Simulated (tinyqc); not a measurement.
From results back to parameters: Koster-Slater impurity in an sp3s* host.

Problem. In the Koster-Slater model a defect shifts the s level of its site by Vs and the p levels by Vp; an A1 level solves 1/Vs = G_s(E) and a T2 level 1/Vp = G_p(E), E from the top of the valence band. A defect has an A1 level at E = 1.2076 eV, one of the energies of the table, and a T2 level at 0.1725 eV.

G(E) of the host (1/eV):

| E (eV) | G_s | G_p |
|---|---|---|
| 0.0000 | 0.0837470 | 0.4269764 |
| 0.1725 | 0.0792298 | 0.3160520 |
| 0.3450 | 0.0745803 | 0.2592851 |
| 0.5176 | 0.0696549 | 0.2185491 |
| 0.6901 | 0.0642853 | 0.1860538 |
| 0.8626 | 0.0582420 | 0.1584845 |
| 1.0351 | 0.0511785 | 0.1339348 |
| 1.2076 | 0.0425218 | 0.1110299 |
| 1.3802 | 0.0312122 | 0.0884834 |

Find: Vs, Vp.

Solution. Read G_s and G_p at the two energies and invert them. Vs is repulsive and pushes its level up from the valence bands. Vp is repulsive and pushes its level up from the valence bands.

Vs, Vp (eV): 23.5  3.2

tinyqc: `OMP_NUM_THREADS=1 python tinyqc.py 1480354 1480355 out.jsonl`; about 0.09 s, one thread, shared Intel(R) Xeon(R) Processor @ 2.30GHz.
